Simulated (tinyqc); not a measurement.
Inside a calculation. Method: sp3 tight binding, zinc-blende lattice. One step of it, computed by the program tinyqc.

Question. Levels at k. Diagonalise the Hermitian matrix.

H(k) at k (eV), lower triangle (Hermitian):
```
                      a s                a px                 a py                 a pz
a s            -14.430000
a px             0.000000           -5.810000
a py             0.000000            0.000000            -5.810000
a pz             0.000000            0.000000             0.000000            -5.810000
c s   -0.890141-3.337787i  0.864860+1.779457i  -1.472095-1.045436i  -2.903810-0.529987i
c px  -0.864860-1.779457i  0.205261+0.769672i   2.671371+0.487563i   1.354259+0.961753i
c py   1.472095+1.045436i  2.671371+0.487563i   0.205261+0.769672i  -0.795631-1.637018i
c pz   2.903810+0.529987i  1.354259+0.961753i  -0.795631-1.637018i   0.205261+0.769672i

             c s       c px       c py       c pz
c s   -14.430000
c px    0.000000  -5.810000
c py    0.000000   0.000000  -5.810000
c pz    0.000000   0.000000   0.000000  -5.810000
```

Give: eigenvalues; weights |c|^2 of the basis functions.

Answer.

eigenvalues (eV): -18.9386  -13.8150  -9.3264  -8.8794  -5.3932  -3.2240  -2.6089  -1.5344

weights |c|^2 of the basis functions:
```
      band 1  band 2  band 3  band 4  band 5  band 6  band 7  band 8
a s   0.4666  0.3281  0.0123  0.0041  0.1536  0.0142  0.0024  0.0187
a px  0.0059  0.0565  0.2731  0.0681  0.1313  0.0635  0.2201  0.1815
a py  0.0068  0.0441  0.1053  0.3109  0.0349  0.0463  0.2770  0.1746
a pz  0.0206  0.0713  0.1093  0.1168  0.1802  0.3761  0.0005  0.1252
c s   0.4666  0.3281  0.0123  0.0041  0.1536  0.0142  0.0024  0.0187
c px  0.0059  0.0565  0.2731  0.0681  0.1313  0.0635  0.2201  0.1815
c py  0.0068  0.0441  0.1053  0.3109  0.0349  0.0463  0.2770  0.1746
c pz  0.0206  0.0713  0.1093  0.1168  0.1802  0.3761  0.0005  0.1252
```
